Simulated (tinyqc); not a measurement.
Inside a calculation. Model: band-to-band tunnelling and avalanche in a reverse-biased abrupt junction. Computed by tinyqc, a small Python program that keeps every step. Command: `OMP_NUM_THREADS=1 python tinyqc.py 3018164 3018165 out.jsonl zener walk`. One thread of a shared host (Intel(R) Xeon(R) Processor @ 2.30GHz), about 0.01 s of CPU time with the checks. Intermediate numbers are printed to about 7 digits and carried at full precision; extremes and crossings named in words are read from the listed rows.

Direct Kane tunnelling in the local field (for indirect gaps the mass is an effective fit) and one ionisation coefficient for both carriers. N is the doping of the light side, or N_A N_D/(N_A + N_D) for the symmetric junction; the built-in voltage is taken as E_g/e.

Inputs (values chosen for the exercise, modelled on In0.53Ga0.47As):

| quantity | value | unit |
|---|---|---|
| band gap at 300 K, E_g | 0.769 | eV |
| gap narrowing with temperature, -dE_g/dT | 0.37 | meV/K |
| reduced tunnelling mass m_r | 0.022 | m_0 |
| permittivity eps | 13.9 | - |
| ionisation prefactor a | 4.6e+06 | 1/cm |
| ionisation field at 300 K, b | 1.54e+06 | V/cm |
| relative rise of b with temperature | 4.7 | 1e-4/K |
| effective doping N | 3.6e+17 | 1/cm^3 |
| reverse bias V_R | 1.1 | V |
| current density that defines tunnel breakdown, J_0 | 0.1 | A/cm^2 |
| temperature T | 250 | K |

Junction: one-sided.

Constants: eps_0 = 8.8541878128e-12 F/m; e = 1.602176634e-19 C; m_0 = 9.1093837015e-31 kg; hbar = 1.054571817e-34 J s.

## Junction at the given bias

E_g(T) = E_g - (T - 300 K)(-dE_g/dT); b(T) = b [1 + (rise)(T - 300 K)]; w = sqrt(2 eps eps_0 (V_R + E_g/e)/(e N)); F_m = 2 (V_R + E_g/e)/w; the field falls linearly from F_m to 0 across w.

E_g(T) = 0.7875 eV

depletion width w = 89.74986 nm

peak field F_m = 0.4206135 MV/cm

shortest tunnelling distance E_g/(e F_m) = 18.72265 nm

## Kane coefficients and peak generation rate

Kane: G(F) = A F^2 exp(-B/F), A = e^2 sqrt(m_r)/(18 pi hbar^2 sqrt(E_g)), B = pi sqrt(m_r) E_g^(3/2)/(2 e hbar), SI units; J = e int G dx x V_R/(V_R + E_g/e), the last factor making J vanish at zero bias; int G dx = (w/F_m) int_0^F_m G dF by 64 Gauss-Legendre points.

A = 1.626752e+20 1/(cm s V^2)

B = 5.898351 MV/cm

B/F_m = 14.02321

G(F_m) = 2.338218e+25 1/(cm^3 s)

## Tunnel current and multiplication

Avalanche: I = (w/F_m) int_0^F_m a exp(-b/F) dF by 64 Gauss-Legendre points, M = 1/(1 - I), breakdown at I = 1.

tunnel current density = 1.099666 A/cm^2

ionisation integral I = 0.2188462

The estimate e G(F_m) w (F_m/B) V_R/(V_R + E_g/e), which keeps only the region near the peak, gives 1.40 A/cm^2.

## Which breakdown comes first?

V_Z solves J = J_0 and V_A solves I = 1; the lower one is the breakdown voltage; temperature coefficients by a central difference of +/- 10 K.

tunnel breakdown V_Z = 0.7058128 V

avalanche breakdown V_A = 2.796152 V

breakdown voltage = 0.7058128 V

dV_Z/dT = -1.333932 mV/K

dV_A/dT = 3.007537 mV/K

Tunnelling comes first, at 0.9 E_g/e. V_Z falls on heating because the gap shrinks, and V_A rises because carriers lose more energy to phonons. Caution: V_A is below about 5 E_g/e, where the local law understates it, since it ignores the distance a carrier needs to reach the ionisation energy.

## Against the doping

The formulas are those given above.

Breakdown:

| N (1/cm^3) | V_Z (V) | V_A (V) | F_m at breakdown (MV/cm) | first |
|---|---|---|---|---|
| 7.20e+15 | 4.761502e+01 | 42.36691 | 0.2844247 | avalanche |
| 1.80e+16 | 2.021709e+01 | 21.90308 | 0.3137486 | tunnelling |
| 4.30e+16 | 8.762006e+00 | 11.89028 | 0.3269739 | tunnelling |
| 1.10e+17 | 3.335733e+00 | 6.24199 | 0.3436400 | tunnelling |
| 2.20e+17 | 1.464752e+00 | 3.90239 | 0.3591768 | tunnelling |
| 3.60e+17 | 7.058128e-01 | 2.79615 | 0.3741236 | tunnelling |
| 7.20e+17 | 1.277262e-01 | 1.74200 | 0.4142084 | tunnelling |

The mechanism changes between 7.20e15 and 1.80e16 per cm^3. Across the table V_Z + E_g/e scales as N^-0.86 and V_A as N^-0.69: tunnelling needs a nearly fixed field, while avalanche in a thinner layer needs a higher one. Rows with V_Z below E_g/e understate it, since the local Kane formula overestimates the current there. Rows with V_A below about 5 E_g/e understate it, since the local law ignores the distance a carrier needs to reach the ionisation energy.

Checks made by the program: field integral against adaptive quadrature in x (relative difference below 1e-10).
